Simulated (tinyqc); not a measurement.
Worked calculation: linear model of a band gap against the share of exact exchange. Values are carried at full precision from step to step, so a last printed digit may differ when a step is redone from the rounded ones.

E(alpha) = E0 + S alpha. A wider gap screens less, modelled in the Penn form eps(alpha) = 1 + (e0 - 1)(EP/(EP + S alpha))^2 with a scale EP chosen for the exercise. A dielectric-dependent hybrid takes alpha = 1/eps.

Inputs chosen for the exercise (of the order of those of Si; not measured data):
- E0 = 0.58 eV (gap of the semi-local functional)
- S = 5.09 eV (slope dE/d(alpha))
- e0 = 12.64 (optical dielectric constant at alpha = 0)
- EP = 8.8 eV (energy scale of the screening)
- Et = 1.16 eV (target gap)
- a_start = 0 (starting alpha)
- fv = 0.61 (share of the opening taken by the valence edge)
- Ed = 0.2 eV (defect level above the semi-local valence top)
- cd = 0 (shift of the level per unit opening, on the scale of the mean potential)

## Fixed shares

Gap, error against the target and eps for alpha = 0, 0.25 and 1/e0; and the alpha that meets the target, (Et - E0)/S.

Results:

| alpha | E (eV) | E - Et (eV) | eps |
|---|---|---|---|
| 0.0000 | 0.580 | -0.580 | 12.640 |
| 0.2500 | 1.853 | 0.693 | 9.885 |
| 0.0791 | 0.983 | -0.177 | 11.644 |

alpha for the target = 0.1139

A quarter of exact exchange overshoots the target by 0.69 eV: the material needs 0.114, and 1/e0 = 0.079 lies closer to it than 0.25 does.

## Self-consistent share

Iterate alpha -> 1/eps(alpha) seven times from a_start. The fixed point solves alpha eps(alpha) = 1; the contraction factor there is 2 (eps - 1) S/((EP + S alpha) eps^2).

Iterates:

| step | alpha | eps | E (eV) |
|---|---|---|---|
| 0 | 0.00000 | 12.6400 | 0.5800 |
| 1 | 0.07911 | 11.6436 | 0.9827 |
| 2 | 0.08588 | 11.5643 | 1.0171 |
| 3 | 0.08647 | 11.5575 | 1.0201 |
| 4 | 0.08652 | 11.5569 | 1.0204 |
| 5 | 0.08653 | 11.5568 | 1.0204 |
| 6 | 0.08653 | 11.5568 | 1.0204 |
| 7 | 0.08653 | 11.5568 | 1.0204 |

fixed point = 0.08653
contraction factor = 0.0871

The factor is positive, so the iterates approach from one side, the error shrinking to 0.09 of itself each step; the gap is within 0.01 eV of its limit from step 2. Self-consistency moves the gap by +0.038 eV against the one-shot choice 1/e0, since a wider gap screens less.

## Band edges and a deep level

The opening c = S alpha lowers the valence top by fv c and raises the conduction edge by (1 - fv) c, both against the mean potential; the level moves by cd c. Use the fixed point. Compare with stretching the level in proportion to the gap and with pinning it to either edge.

opening c = 0.440 eV

shifts of the valence and conduction edges (eV): -0.269  0.172

level above the valence top = 0.469 eV
level below the conduction edge = 0.552 eV

level above the valence top: stretched, tied to the valence edge, tied to the conduction edge (eV): 0.352  0.200  0.640

The three recipes err by -0.12, -0.27 and +0.17 eV against alignment through the mean potential. A localised level with cd = 0 stays put while the edges move away from it.

## Checks

- Fixed point by bisection against 60 substitutions: both 0.08653.

Run: tinyqc, `OMP_NUM_THREADS=1 python tinyqc.py 1880231 1880232 out.jsonl`; Intel(R) Xeon(R) Processor @ 2.30GHz, one thread, shared host; about 0.01 s of CPU time with all checks.
